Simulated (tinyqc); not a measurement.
Pair-potential crystal by lattice sums. From one set of inputs to another, one input at a time. Computed by tinyqc, a small Python program. Command: `OMP_NUM_THREADS=1 python tinyqc.py 3014761 3014762 out.jsonl pairsum ladder`. One thread of a shared host (Intel(R) Xeon(R) Processor @ 2.30GHz), about 0.04 s of CPU time with the checks.

Energy per atom E = (1/2) sum over neighbours of phi(r); d is the nearest-neighbour distance.

The inputs printed are set A. Inputs not listed in the table keep their values of set A, so the rows need not describe a real material.

Inputs (values chosen for the exercise, for model atoms): well depth eps = 0.0405 eV; pair minimum r0 = 2.62 angstrom; cut-off r_c/r0 = 1.65; repulsive exponent n = 12; attractive exponent m = 5.

Potential: Mie n-m. Structure: bcc.

Constants: 1 eV/angstrom^3 = 160.2176634 GPa.

Method:
- phi0(r) = eps [m (r0/r)^n - n (r0/r)^m]/(n - m); shifted-force cut-off: phi(r) = phi0(r) - phi0(r_c) - (r - r_c) phi0'(r_c) for r < r_c, zero beyond.
- Shells (distance in units of d, count): fcc 1.0000 (12), 1.4142 (6), 1.7321 (24), 2.0000 (12), 2.2361 (24), 2.4495 (8), 2.6458 (48), 2.8284 (6), 3.0000 (36), 3.1623 (24); hcp 1.0000 (12), 1.4142 (6), 1.6330 (2), 1.7321 (18), 1.9149 (12), 2.0000 (6), 2.2361 (12), 2.3805 (12), 2.4495 (6), 2.5166 (6), 2.5820 (12), 2.6458 (24), 2.7080 (6), 2.8868 (12), 3.0000 (12), 3.1091 (24), 3.1623 (12); bcc 1.0000 (8), 1.1547 (6), 1.6330 (12), 1.9149 (24), 2.0000 (8), 2.3094 (6), 2.5166 (24), 2.5820 (24), 2.8284 (24), 3.0000 (32); sc 1.0000 (6), 1.4142 (12), 1.7321 (8), 2.0000 (6), 2.2361 (24), 2.4495 (24), 2.8284 (12), 3.0000 (30), 3.1623 (24); diamond 1.0000 (4), 1.6330 (12), 1.9149 (12), 2.3094 (6), 2.5166 (12), 2.8284 (24), 3.0000 (16). Volumes per atom in d^3: fcc 0.70711, hcp 0.70711, bcc 0.76980, sc 1.00000, diamond 1.53960; hcp has the ideal c/a. Every shell inside the cut-off is summed.
- Equilibrium: dE/dd = 0 at the lowest minimum with d between 0.78 r0 and 1.45 r0; B = d^2 E''(d)/(9 Omega).
- Unrelaxed vacancy: removing an atom breaks its bonds (2|E|) and placing it on the surface returns |E|, so E_v = |E|.
- At zero stress C_ijkl = (1/(2 Omega)) sum (phi'' - phi'/r) R_i R_j R_k R_l / r^2 over all neighbours, on cube axes; so C44 = C12 (Cauchy relation). C' = (C11 - C12)/2.

Each row keeps all changes above it:
```
input moved                   from     to  equilibrium distance d (angstrom)  bulk modulus B (GPa)  C11 (GPa)
set A                            -      -                              2.568                  16.9       14.6
attractive exponent m            5      6                              2.566                  21.1       17.9
cut-off r_c/r0                1.65   1.61                              2.573                  19.7       16.5
well depth eps (eV)         0.0405  0.318                              2.573                 154.9      129.7
pair minimum r0 (angstrom)    2.62   2.64                              2.593                 151.4      126.7
```

Equilibrium distance d goes from 2.57 to 2.59, a factor 1.010 in all. The largest single move comes from pair minimum r0 (a factor 1.008). Bulk modulus B goes from 16.9 to 151, a factor 8.93 in all. The largest single move comes from well depth eps (a factor 7.85). C11 goes from 14.6 to 127, a factor 8.66 in all. The largest single move comes from well depth eps (a factor 7.85). The single moves hold for this order of the switches; the total does not depend on the order.

Extremes, crossings and ranges named in words are read from the listed rows.
